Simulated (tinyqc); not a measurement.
# MOS structure on a p-type body with a doping step (retrograde), non-linear Poisson equation by Newton steps: charge and capacitance against gate voltage

One dimension, insulator interface at x = 0, acceptor density N1 for x < x1 and Na beyond, net doping C = -(acceptor density). psi is counted from the intrinsic level: n = ni exp((psi - Vb)/Vt), p = ni exp(-psi/Vt); deep in the body psi_b = -Vt ln(Na/ni). The gate acts through Cox = eps0 eox/tox and has the potential psi_G = Vg - (phiM - chi - Vt ln(Nc/ni)). Boltzmann statistics, full ionisation, classical densities, no oxide or interface charge. Acceptors in real wide-gap material are deep and only partly ionised in the neutral body.

ni = sqrt(Nc Nv) exp(-Eg/(2 Vt)), Eg in volts. The Poisson equation d/dx(eps0 eps_r dpsi/dx) = -q (p - n + C), with eps0 eps_r dpsi/dx = -Cox (psi_G - psi_0) at x = 0, is solved on a mesh of about 600 nodes or more. N_inv is the integral of n less its value deep in the body. C_LF = Cox (1 - dpsi_0/dVg) with all carriers following; C_HF is the same with the electron quasi-Fermi level shifting uniformly so that N_inv stays fixed. The centroid is that of the same excess.

Inputs (values chosen for the exercise); band and dielectric values close to those of 4H silicon carbide: temperature T = 300 K; band gap Eg = 3.24 eV; relative permittivity eps_r = 9.79; conduction-band density of states at T Nc = 1.69e19 cm^-3; valence-band density of states at T Nv = 2.5e19 cm^-3; electron affinity chi = 3.56 eV; acceptor density deep in the body Na = 1.9e17 cm^-3; relative permittivity of the gate insulator (close to silicon nitride) eox = 7.72; insulator thickness tox = 3.2 nm; gate work function phiM = 3.64 eV; electron quasi-Fermi potential against the body Vb = 1.1 V; depth of the doping step x1 = 61 nm; acceptor density above the step N1 = 9.5e15 cm^-3.

Constants: q = 1.602176634e-19 C, kB = 1.380649e-23 J/K, Vt = kB T/q, eps0 = 8.8541878128e-14 F/cm where lengths are in cm. Results are converted to the units shown.

Result of one run:
```
psi_0 - psi_b (V)  N_inv (cm^-2)  C_LF/Cox  C_HF/Cox  centroid (nm)
4.22                     1.00e12     0.709    0.0240          0.613
```

Which gate voltage against the body Vg gave this result: 1.27, 1.41, 1.56, 1.71 or 1.86 V?

Vg = 1.41 V.

The whole series:
```
Vg (V)  psi_0 - psi_b (V)  N_inv (cm^-2)  C_LF/Cox  C_HF/Cox  centroid (nm)
0.97                 3.86         1.37e6    0.0248    0.0248          0.727
1.12                 4.01         3.82e8    0.0255    0.0245          0.709
1.27                 4.15        8.33e10     0.206    0.0241          0.685
1.41                 4.22        1.00e12     0.709    0.0240          0.613
1.56                 4.25        2.58e12     0.844    0.0240          0.530
1.71                 4.27        4.32e12     0.892    0.0240          0.466
1.86                 4.28        6.13e12     0.917    0.0240          0.417
```

N_inv goes from 1.37e6 to 6.13e12 cm^-2 and passes 2e11 cm^-2 at Vg = 1.30 V. Below threshold it takes 61.3 mV a decade between Vg = 0.97 and 1.12 V, against Vt ln 10 = 59.5 mV. C_LF/Cox is lowest, 0.0248, at Vg = 0.97 V among the rows listed and ends at 0.917, while C_HF/Cox ends at 0.0240. Between the last two rows q dN_inv/dVg is 0.905 Cox. Where the classical centroid is under about 2 nm, confinement would move the charge away from the interface and raise the threshold. Above about 2e12 cm^-2 degeneracy matters too.

tinyqc, about 0.5 s, one thread, Intel Xeon 2.30GHz (shared host): `OMP_NUM_THREADS=1 python tinyqc.py 2080008 2080009 out.jsonl`
